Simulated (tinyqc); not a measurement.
Comparisons within one model: gated graphene: carriers, quantum capacitance and optical conductivity. A value that a table varies takes the place of the one given here.

Cones E = +/- hv |k|, four flavours, D(E) = 2|E|/(pi hv^2). n = (2/pi)(kT/hv)^2 F_1(mu/kT), p = (2/pi)(kT/hv)^2 F_1(-mu/kT), in 1/angstrom^2 (1e16 for 1/cm^2); F_1(eta) = integral_0^infinity x dx/(1 + exp(x - eta)). Cq/e^2 = d(n - p)/d mu = (2 kT/(pi hv^2)) ln(2 + 2 cosh(mu/kT)).

Gate: V = mu/e + e (n - p)/Cox with Cox/e^2 = k/(4 pi e2 t), t in angstrom, e2 = e^2/(4 pi eps0); 1/(eV angstrom^2) in C/e^2 equals 1602.176634 microfarad/cm^2; total 1/C = 1/Cox + 1/Cq.

Conductivity over sigma0 = e^2/(4 hbar): interband Re = sinh(E/2kT)/(cosh(mu/kT) + cosh(E/2kT)); intraband Re = (8 kT/pi) ln(2 cosh(mu/2kT)) Gm/(E^2 + Gm^2). A free sheet absorbs about pi alpha_f Re(sigma/sigma0), alpha_f the fine-structure constant (alpha among the constants).

Constants: kB = 8.617333262e-05 eV/K; e^2/(4 pi eps0) = 14.39964547 eV angstrom; fine-structure constant alpha = 0.007297352564.

Values chosen for the exercise (Fermi velocity near that of graphene, gate dielectric near SiO2; the results hold for these values, not for the real material):
- hv = 6.34 eV angstrom (hbar vF)
- T = 400 K
- k = 3.77 (dielectric constant of the gate layer)
- t = 90 nm (its thickness)
- Gm = 20 meV (intraband damping)
- V = -7.45 V (gate voltage from the neutrality point)

## Gate sweep

Results:

| V (V) | mu (eV) | n - p (1/cm^2) | n + p (1/cm^2) | Cq (microfarad/cm^2) | C/Cox | Cox V/e (1/cm^2) |
|---|---|---|---|---|---|---|
| 0 | 0.0000 | 0 | 3.10e+11 | 1.21 | 0.970 | 0 |
| 0.22 | 0.0065 | 4.94e+10 | 3.13e+11 | 1.22 | 0.971 | 5.09e+10 |
| 0.60 | 0.0175 | 1.35e+11 | 3.34e+11 | 1.27 | 0.972 | 1.39e+11 |
| 1.5 | 0.0412 | 3.38e+11 | 4.44e+11 | 1.51 | 0.976 | 3.47e+11 |
| 3.0 | 0.0722 | 6.78e+11 | 7.23e+11 | 2.04 | 0.982 | 6.94e+11 |
| 5.2 | 0.1058 | 1.18e+12 | 1.20e+12 | 2.76 | 0.987 | 1.20e+12 |
| 7.5 | 0.1331 | 1.71e+12 | 1.71e+12 | 3.41 | 0.989 | 1.74e+12 |
| 11 | 0.1667 | 2.51e+12 | 2.51e+12 | 4.24 | 0.991 | 2.55e+12 |
| 16 | 0.2056 | 3.66e+12 | 3.66e+12 | 5.22 | 0.993 | 3.70e+12 |

What does this show?

At neutrality n + p = 3.10e+11 1/cm^2 of thermal carriers remain and C/Cox = 0.970; at the last row C/Cox = 0.993 and the plain capacitor rule overstates n - p by 1.3 %. Between the last two rows mu goes as V^0.56; for |mu| well above kT the limits are 1/2 where Cox is small against Cq and 1 where it is large.

## Absorption spectrum

mu = -0.13260 eV

Results:

| E (eV) | interband | intraband | absorption (%) |
|---|---|---|---|
| 0.027 | 0.0164 | 3.0237 | 6.969 |
| 0.053 | 0.0342 | 1.0638 | 2.517 |
| 0.093 | 0.0705 | 0.3772 | 1.026 |
| 0.133 | 0.1250 | 0.1887 | 0.719 |
| 0.186 | 0.2393 | 0.0975 | 0.772 |
| 0.225 | 0.3574 | 0.0669 | 0.973 |
| 0.265 | 0.4988 | 0.0483 | 1.254 |
| 0.305 | 0.6402 | 0.0365 | 1.551 |
| 0.345 | 0.7607 | 0.0286 | 1.810 |
| 0.424 | 0.9091 | 0.0189 | 2.128 |
| 0.530 | 0.9790 | 0.0121 | 2.272 |
| 0.796 | 0.9995 | 0.0054 | 2.304 |

How do the results move?

The edge lies at 2|mu| = 0.265 eV and, for |mu| above about 3 kT (here 3.8), rises from 10 % to 90 % over about 8.8 kT = 0.303 eV. The absorption is lowest, 0.719 %, at 0.133 eV of those listed, between the Drude tail and the edge; at the last row it is 2.304 % against pi alpha_f = 2.293 %. The thin-sheet formula fails where the absorption is large, and trigonal warping matters above about 1.5 eV.

## What moves the Fermi level

All results formed anew. Each row changes one parameter from the base and keeps the others.

Results:

| case | mu (eV) | n - p (1/cm^2) | C/Cox |
|---|---|---|---|
| base | -0.1326 | -1.694e+12 | 0.9892 |
| V = -9.685 V | -0.1549 | -2.206e+12 | 0.9907 |
| t = 63 nm | -0.1630 | -2.410e+12 | 0.9874 |
| k = 4.52 | -0.1475 | -2.027e+12 | 0.9883 |
| hv = 6.97 eV angstrom | -0.1482 | -1.690e+12 | 0.9883 |
| T = 500 K | -0.1253 | -1.696e+12 | 0.9889 |

What does this show?

The largest shifts from the base row, up to three for each result and ties (the steps differ in size, so this ranks the rows, not the parameters). mu (eV): t -0.0304, V -0.0223, hv -0.0156. n - p (1/cm^2): t -7.16e+11, V -5.12e+11, k -3.33e+11. C/Cox: t -0.0018, V +0.0015, hv -0.0009, k -0.0009.

Computed by tinyqc, a small Python program: `OMP_NUM_THREADS=1 python tinyqc.py 1650448 1650449 out.jsonl` (the numbers bound the seed that draws the inputs); one thread of a shared host (Intel(R) Xeon(R) Processor @ 2.30GHz), about 0.01 s for the whole set of steps.
